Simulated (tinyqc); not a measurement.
Thermal resistances of a two-die stack.

Inverse problem. Heat leaves through the lower die only, and the system is linear. Find the resistance R1 from the lower die to the coolant, R2 between the dies, and the rise of the upper die when both are powered.

Values chosen for this exercise:

| symbol | value | unit | meaning |
|---|---|---|---|
| P1 | 41 | W | power of the lower die |
| P2 | 15 | W | power of the upper die |

rises of the lower and upper die with only the lower one powered (K): [14.76, 14.76]
rises of the lower and upper die with only the upper one powered (K): [5.4, 10.5]

Solution. With only the lower die powered no heat crosses R2, so both dies rise by P1 R1; the difference in the second test is P2 R2; rises add.

R1 = 0.3600 K/W
R2 = 0.3400 K/W
rise of the upper die = 25.26 K

tinyqc, about 0.04 s, one thread, Intel Xeon 2.30GHz (shared host): `OMP_NUM_THREADS=1 python tinyqc.py 2162078 2162079 out.jsonl`
